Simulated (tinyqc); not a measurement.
Three voltage laws: time-dependent dielectric breakdown: cell percolation, Weibull statistics, area scaling and voltage extrapolation. Computed by tinyqc, a small Python program. Command: `OMP_NUM_THREADS=1 python tinyqc.py 3004213 3004214 out.jsonl tddb walk`. One thread of a shared host (Intel(R) Xeon(R) Processor @ 2.30GHz), about 0.01 s of CPU time with the checks.

The oxide is divided into columns of area a^2, each holding m = t_ox/a cells (m is taken as continuous). A share lambda(t) = (t/t_1)^alpha of the cells is defective, and a column whose cells are all defective breaks down.

Inputs (values chosen for the exercise, for a model gate oxide):
```
quantity,value,unit
oxide thickness t_ox,3.7,nm
defect cell size a,1.4,nm
exponent alpha of defect growth,0.51,-
time t_1 at which the occupied share would reach 1,3.9e+08,s
test area A,600,um^2
product area A_u,7e+06,um^2
stress voltage V,5.09,V
use voltage V_u,2.3,V
local exponent n = -d ln t/d ln V at the stress voltage,30,-
activation energy E_a,0.74,eV
stress temperature T,140,C
use temperature T_u,85,C
allowed failure fraction F,0.001,-
```

Voltage law used: E.

Constants: k_B = 8.617333262e-05 eV/K.

Method:
- Failure fraction F = 1 - (1 - lambda^m)^N with N = A/a^2 columns, which for small lambda^m is 1 - exp(-(t/t63)^beta) with beta = alpha m and t63 = t_1 N^(-1/beta); critical share lambda(t63) = N^(-1/m). 1 um^2 = 1e6 nm^2.
- All three voltage laws share the slope n at the stress voltage. Factor t(V_u)/t(V): E law exp(n (1 - V_u/V)); 1/E law exp(n (V/V_u - 1)); power law (V/V_u)^n.
- Temperatures in kelvin are T(C) + 273.15.
- Temperature factor exp[(E_a/k_B)(1/T_u - 1/T)]; area factor (A/A_u)^(1/beta); percentile factor (-ln(1 - F))^(1/beta); life = t63 x all four; 1 year = 3.15576e7 s.
- Life = t63 x voltage, temperature, area and percentile factors, the last three as above.

projected life = 0.0120489 years

voltage factor = 1.38529e+07

Log10 of the life in years:
```
V_u/V,V_u (V),E law,1/E law,power law
1.00,5.0900,-9.0606,-9.061,-9.0606
0.95,4.8355,-8.4092,-8.375,-8.3923
0.90,4.5810,-7.7577,-7.613,-7.6879
0.80,4.0720,-6.4548,-5.803,-6.1533
0.70,3.5630,-5.1519,-3.477,-4.4135
0.60,3.0540,-3.8491,-0.375,-2.4051
0.50,2.5450,-2.5462,3.968,-0.0297
0.40,2.0360,-1.2433,10.483,2.8776
```

At V_u/V = 0.9 the laws differ by 0.14 decades at most, and at 0.5 by 6.5. The E law is the most cautious and the 1/E law the most hopeful. Ten years are reached at V_u/V = 0.228 (E), 0.564 (1/E), 0.462 (power). Caution: t_1 is an input here; in a real oxide it changes with thickness at fixed voltage. Caution: the rows at low voltage extrapolate over many decades and cannot be tested.
